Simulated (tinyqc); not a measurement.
LDA (VWN5) atom on a uniform radial grid, spin-unpolarised, for Li, step by step. Computed by tinyqc, a small Python program that keeps every step. Settings: Z = 3, points = 64, R = 9.2, functional = lda,vwn, mixing = 0.6, iteration cap = 68. Command: `OMP_NUM_THREADS=1 python tinyqc.py 24910 24911 out.jsonl` (the two numbers bound the seeds that draw the settings). One thread of a shared host (Intel(R) Xeon(R) Processor @ 2.60GHz), about 0.03 s of CPU time with the checks. Later iterations appear only in the table of the cycle.

## Iteration 1

Spherical atom on a uniform radial grid r_j = j h with h = R/(N + 1), h sum u^2 = 1 and integrals as h times sums, u(0) = u(R) = 0 (atomic units):

| parameter | value |
|---|---|
| Z | 3 |
| points N | 64 |
| R | 9.200000 |
| h | 0.141538 |
| mixing | 0.600000 |
| electrons in 1s | 2 |
| electrons in 2s | 1 |

Three-point differences turn -u''/2 + [l(l+1)/2r^2 - Z/r + V] u = e u into a tridiagonal matrix (diagonal 1/h^2 + potential, off-diagonal -1/2h^2). D = sum f u^2; the Hartree potential y/r solves y'' = -D/r with y(0) = 0, y(R) = N_e; v_xc comes from rho = D/(4 pi r^2); E = sum f e - int D V + int D (V_H/2 + eps_xc); V(new) = V + mixing (V_H + v_xc - V).

eigenvalues (hartree): 1s -4.3136, 2s -1.1126

Every 4th grid point:

| r | V in | u(1s) | u(2s) | D | V_H | v_xc |
|---|---|---|---|---|---|---|
| 0.5662 | 0.0000 | 1.0828 | 0.1533 | 2.3685 | 3.7986 | -0.9004 |
| 1.1323 | 0.0000 | 0.4154 | -0.5155 | 0.6109 | 2.3010 | -0.3842 |
| 1.6985 | 0.0000 | 0.1195 | -0.7508 | 0.5923 | 1.6634 | -0.2971 |
| 2.2646 | 0.0000 | 0.0306 | -0.6708 | 0.4518 | 1.2957 | -0.2300 |
| 2.8308 | 0.0000 | 0.0073 | -0.4900 | 0.2402 | 1.0521 | -0.1663 |
| 3.3969 | 0.0000 | 0.0017 | -0.3197 | 0.1022 | 0.8812 | -0.1155 |
| 3.9631 | 0.0000 | 3.78e-04 | -0.1940 | 0.0376 | 0.7565 | -0.0782 |
| 4.5292 | 0.0000 | 8.28e-05 | -0.1119 | 0.0125 | 0.6623 | -0.0519 |
| 5.0954 | 0.0000 | 1.79e-05 | -0.0622 | 0.0039 | 0.5887 | -0.0340 |
| 5.6615 | 0.0000 | 3.81e-06 | -0.0335 | 0.0011 | 0.5299 | -0.0219 |
| 6.2277 | 0.0000 | 8.04e-07 | -0.0177 | 3.12e-04 | 0.4817 | -0.0139 |
| 6.7938 | 0.0000 | 1.68e-07 | -0.0091 | 8.33e-05 | 0.4416 | -0.0087 |
| 7.3600 | 0.0000 | 3.49e-08 | -0.0046 | 2.13e-05 | 0.4076 | -0.0054 |
| 7.9262 | 0.0000 | 7.21e-09 | -0.0022 | 5.03e-06 | 0.3785 | -0.0032 |
| 8.4923 | 0.0000 | 1.46e-09 | -0.0010 | 9.30e-07 | 0.3533 | -0.0018 |
| 9.0585 | 0.0000 | 1.66e-10 | -1.71e-04 | 2.92e-08 | 0.3312 | -0.0006 |

total energy = -6.559884 hartree

## Iteration 2

As before.

eigenvalues (hartree): 1s -2.4518, 2s -0.3769

Every 4th grid point:

| r | V in | u(1s) | u(2s) | D | V_H | v_xc |
|---|---|---|---|---|---|---|
| 0.5662 | 1.7390 | 1.0713 | 0.1811 | 2.3282 | 3.5064 | -0.8955 |
| 1.1323 | 1.1501 | 0.5105 | -0.2434 | 0.5806 | 2.1526 | -0.3783 |
| 1.6985 | 0.8197 | 0.1937 | -0.5270 | 0.3528 | 1.5642 | -0.2539 |
| 2.2646 | 0.6394 | 0.0674 | -0.6241 | 0.3986 | 1.2386 | -0.2214 |
| 2.8308 | 0.5315 | 0.0224 | -0.5973 | 0.3577 | 1.0235 | -0.1874 |
| 3.3969 | 0.4594 | 0.0072 | -0.5106 | 0.2608 | 0.8682 | -0.1528 |
| 3.9631 | 0.4070 | 0.0023 | -0.4070 | 0.1657 | 0.7510 | -0.1217 |
| 4.5292 | 0.3662 | 0.0007 | -0.3094 | 0.0958 | 0.6600 | -0.0954 |
| 5.0954 | 0.3329 | 2.16e-04 | -0.2273 | 0.0517 | 0.5879 | -0.0740 |
| 5.6615 | 0.3048 | 6.57e-05 | -0.1625 | 0.0264 | 0.5296 | -0.0568 |
| 6.2277 | 0.2807 | 1.99e-05 | -0.1135 | 0.0129 | 0.4816 | -0.0433 |
| 6.7938 | 0.2597 | 5.97e-06 | -0.0773 | 0.0060 | 0.4415 | -0.0325 |
| 7.3600 | 0.2413 | 1.79e-06 | -0.0507 | 0.0026 | 0.4076 | -0.0240 |
| 7.9262 | 0.2252 | 5.32e-07 | -0.0310 | 0.0010 | 0.3785 | -0.0170 |
| 8.4923 | 0.2109 | 1.51e-07 | -0.0158 | 2.51e-04 | 0.3533 | -0.0107 |
| 9.0585 | 0.1984 | 2.15e-08 | -0.0031 | 9.31e-06 | 0.3312 | -0.0036 |

total energy = -6.940881 hartree

## Iteration 3

As before.

eigenvalues (hartree): 1s -1.9258, 2s -0.1774

Every 4th grid point:

| r | V in | u(1s) | u(2s) | D | V_H | v_xc |
|---|---|---|---|---|---|---|
| 0.5662 | 2.2621 | 1.0625 | 0.1627 | 2.2841 | 3.3924 | -0.8901 |
| 1.1323 | 1.5247 | 0.5357 | -0.1573 | 0.5986 | 2.0869 | -0.3818 |
| 1.6985 | 1.1140 | 0.2191 | -0.4053 | 0.2602 | 1.5126 | -0.2316 |
| 2.2646 | 0.8660 | 0.0835 | -0.5336 | 0.2987 | 1.2009 | -0.2030 |
| 2.8308 | 0.7143 | 0.0306 | -0.5663 | 0.3225 | 0.9989 | -0.1817 |
| 3.3969 | 0.6130 | 0.0110 | -0.5374 | 0.2890 | 0.8536 | -0.1576 |
| 3.9631 | 0.5404 | 0.0039 | -0.4758 | 0.2264 | 0.7430 | -0.1336 |
| 4.5292 | 0.4852 | 0.0013 | -0.4016 | 0.1613 | 0.6559 | -0.1114 |
| 5.0954 | 0.4415 | 4.65e-04 | -0.3271 | 0.1070 | 0.5859 | -0.0919 |
| 5.6615 | 0.4056 | 1.59e-04 | -0.2585 | 0.0668 | 0.5287 | -0.0750 |
| 6.2277 | 0.3753 | 5.43e-05 | -0.1986 | 0.0395 | 0.4813 | -0.0605 |
| 6.7938 | 0.3493 | 1.84e-05 | -0.1477 | 0.0218 | 0.4414 | -0.0481 |
| 7.3600 | 0.3267 | 6.22e-06 | -0.1047 | 0.0110 | 0.4076 | -0.0373 |
| 7.9262 | 0.3070 | 2.08e-06 | -0.0682 | 0.0047 | 0.3785 | -0.0275 |
| 8.4923 | 0.2899 | 6.60e-07 | -0.0364 | 0.0013 | 0.3533 | -0.0179 |
| 9.0585 | 0.2759 | 9.98e-08 | -0.0071 | 5.09e-05 | 0.3312 | -0.0062 |

total energy = -6.985404 hartree

## Convergence

Stop when input and output potentials agree to 1e-7.

Course of the cycle (hartree):

| iteration | E | e(1s) | e(2s) | largest \|V(out) - V(in)\| |
|---|---|---|---|---|
| 1 | -6.559884 | -4.3136 | -1.1126 | 4.24e+00 |
| 2 | -6.940881 | -2.4518 | -0.3769 | 1.10e+00 |
| 3 | -6.985404 | -1.9258 | -0.1774 | 2.61e-01 |
| 4 | -6.990019 | -1.7876 | -0.1199 | 6.53e-02 |
| 5 | -6.990581 | -1.7529 | -0.1026 | 1.86e-02 |
| 6 | -6.990660 | -1.7450 | -0.0974 | 6.32e-03 |
| 7 | -6.990672 | -1.7437 | -0.0959 | 2.17e-03 |
| 8 | -6.990674 | -1.7438 | -0.0955 | 9.53e-04 |
| 9 | -6.990674 | -1.7441 | -0.0955 | 4.98e-04 |
| 10 | -6.990674 | -1.7443 | -0.0955 | 2.43e-04 |
| 11 | -6.990674 | -1.7444 | -0.0955 | 1.14e-04 |
| 12 | -6.990674 | -1.7444 | -0.0955 | 5.23e-05 |
| 13 | -6.990674 | -1.7445 | -0.0955 | 2.42e-05 |
| 14 | -6.990674 | -1.7445 | -0.0955 | 1.12e-05 |
| 15 | -6.990674 | -1.7445 | -0.0955 | 5.07e-06 |
| 16 | -6.990674 | -1.7445 | -0.0955 | 2.27e-06 |
| 17 | -6.990674 | -1.7445 | -0.0955 | 1.01e-06 |
| 18 | -6.990674 | -1.7445 | -0.0955 | 4.44e-07 |
| 19 | -6.990674 | -1.7445 | -0.0955 | 1.94e-07 |
| 20 | -6.990674 | -1.7445 | -0.0955 | 8.48e-08 |

Converged in 20 iterations. A uniform grid resolves the cusp poorly: for a bare nucleus this grid gives 1s at -4.31362 against -Z^2/2 = -4.5 hartree. Before convergence this energy mixes input and output and is not variational, so it may rise towards its limit.
